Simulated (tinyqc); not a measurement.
Scale length and length offset from two DIBL values.

Inverse problem. DIBL = exp(-Le/(2 l)) + 2 exp(-Le/l) with Le = L - dL. Find l, dL and the drawn length for a DIBL of 100 mV/V.

DIBL at drawn lengths 53 and 88 nm (mV/V): [83.914258, 12.105149]

Solution. With e = exp(-Le/(2 l)), 2 e^2 + e = DIBL gives e and so Le/l at each length; Le/l is a straight line in L with slope 1/l.

l = 9.60 nm
dL = 2.80 nm
length for 100 mV/V = 50.0 nm

Program tinyqc, `OMP_NUM_THREADS=1 python tinyqc.py 2002102 2002103 out.jsonl`; Intel Xeon 2.30GHz, shared host, one thread, about 0.01 s.
